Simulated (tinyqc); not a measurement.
# Mass and degeneracy from charge and saturation current

Inverse problem. At high drain voltage only states moving towards the drain are filled: I = gv (2 q^2/h) Vt ln(1 + exp eta) and n = (N0/2) F_(-1/2)(eta), N0 = gv sqrt(2 m kB T/pi)/hbar, F_(-1/2)(x) = (1/sqrt(pi)) int_0^infinity u^(-1/2)/(1 + exp(u - x)) du. Find eta and m.

Inputs (values chosen for the exercise):
```
symbol,value,unit,meaning
T,77,K,temperature
gv,1,,valley degeneracy
```

Constants: q = 1.602176634e-19 C, kB = 1.380649e-23 J/K, hbar = 1.054571817e-34 J s, h = 6.62607015e-34 J s, m0 = 9.1093837015e-31 kg, Vt = kB T/q. Results are converted to the units shown.

n = 4.4270707e5 cm^-1
I = 1.4650202 uA

Answer. In one dimension the current holds no mass, so it gives eta directly; n then gives m.

eta = 2.790
m = 0.04480 m0

Computed by the program tinyqc: `OMP_NUM_THREADS=1 python tinyqc.py 2400168 2400169 out.jsonl`, one thread of a shared Intel Xeon 2.30GHz, about 0.04 s for the whole run.
